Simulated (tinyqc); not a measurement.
Scattering of inversion-layer electrons by surface optical phonons of the gate insulator (remote phonon scattering): one step, computed by the program tinyqc. Command: `OMP_NUM_THREADS=1 python tinyqc.py 3111855 3111856 out.jsonl sophonon walk`. One thread of a shared host (Intel(R) Xeon(R) Processor @ 2.30GHz), about 0.02 s of CPU time with the checks.

One subband with the Fang-Howard envelope; insulator and channel are half-spaces, the gate is far away, and an interlayer only moves the polar surface away by t (its own modes and its permittivity contrast are left out).

Problem. The electron gas. Density of states D = g_v m/(pi hbar^2); eta = E_F/(k_B T) = ln(exp(n/(D k_B T)) - 1); screening wave number q_s = e^2 D/(2 eps_0 eps_avg) x 1/(1 + exp(-eta)), eps_avg = (eps_s + eps_inf)/2; b = 3/z0.

Inputs (values chosen for the exercise, modelled on HfO2 on germanium): optical constant eps_inf = 5.06; constant of the channel eps_s = 16.2; in-plane mass m = 0.123 m_0; valleys g_v = 4; sheet density n = 2.3e+12 1/cm^2; mean distance of the electrons z0 = 3/b = 2.1 nm; temperature T = 150 K.

Constants: hbar^2/(2 m_0) = 3.80998212 eV angstrom^2; k_B = 8.617333262e-05 eV/K; e^2/(4 pi eps_0) = 14.39964548 eV angstrom.

Give: D; eta; q_s; b.

Solution.

D = 2.055e+14 1/(eV cm^2)

eta = 0.3198

q_s = 1.013 1/nm

b = 1.429 1/nm
